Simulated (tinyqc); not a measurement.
# From coverage, quasi-chemical back to pair energy w (positive repels)

Model: adsorption as a lattice gas: isotherms with interactions, competition, desorption peaks and saturation dose. Computed by tinyqc, a small Python program. Command: `OMP_NUM_THREADS=1 python tinyqc.py 3003093 3003094 out.jsonl adsorb inv`. One thread of a shared host (Intel(R) Xeon(R) Processor @ 2.30GHz), about 0.02 s of CPU time with the checks.

One adsorbate per site; a molecule needs 1 empty site. Gas and surface have the same temperature.

Inputs (values chosen for the exercise, for a model surface):
```
quantity                             value    unit
desorption energy E                   1.18      eV
prefactor nu                       1.8e+13     1/s
neighbours z                             4       -
site density N_s                        11  1/nm^2
molecular mass M                       190       u
sticking coefficient s0              0.094       -
temperature T                          440       K
pressure p                          0.0017      Pa
blocking by a second gas, K_B p_B      1.3       -
```

Adsorption: molecular (first order).

Constants: u = 1.6605390666e-27 kg; k_B = 1.380649e-23 J/K; k_B = 8.617333262e-05 eV/K.

Method. Flux F = p/sqrt(2 pi M k_B T); k_d = nu exp(-E/(k_B T)); s0 F (1 - theta) = N_s k_d theta, so y = s0 F/(N_s k_d), theta = y/(1 + y). With a second gas on the same sites theta = y/(1 + y + K_B p_B). With u = w/(k_B T). Mean field: theta/(1 - theta) = y exp(-z u theta). Quasi-chemical: theta/(1 - theta) = y [(r - 1 + 2 theta)(1 - theta)/((r + 1 - 2 theta) theta)]^(-z/2) exp(-z u/2), r = sqrt(1 - 4 theta (1 - theta)(1 - exp(-u))).

Question. A run gave the result below. Find the pair energy w (positive repels), known to lie between -0.023 and -0.011 eV.

coverage, quasi-chemical = 0.285705

Answer.

Each step takes the trial c = (a f_b - b f_a)/(f_b - f_a), f being the result less the target; c replaces end b, the old b replaces a if the sign of f changed, and otherwise f_a is halved.

Scan of the range:
```
pair energy w (positive repels) (eV)  coverage, quasi-chemical
-0.023                                                0.393230
-0.021                                                0.354711
-0.019                                                0.323734
-0.017                                                0.298530
-0.015                                                0.277753
-0.013                                                0.260405
-0.011                                                0.245749
```

False position (Illinois rule) inside the bracket:
```
step       end a       end b       trial  coverage, quasi-chemical
1     -0.0170000  -0.0150000  -0.0157655                  0.285252
2     -0.0170000  -0.0157655  -0.0158469                  0.286081
3     -0.0157655  -0.0158469  -0.0158099                  0.285704
4     -0.0158469  -0.0158099  -0.0158100                  0.285705
5     -0.0158469  -0.0158100  -0.0158100                  0.285705
6     -0.0158100  -0.0158100  -0.0158100                  0.285705
```

coverage, quasi-chemical falls at every point of a 13-point scan of the range (every second point is shown), so one value fits; it is bracketed by -0.0170 and -0.0150. Answer: pair energy w (positive repels) = -0.01581 eV.
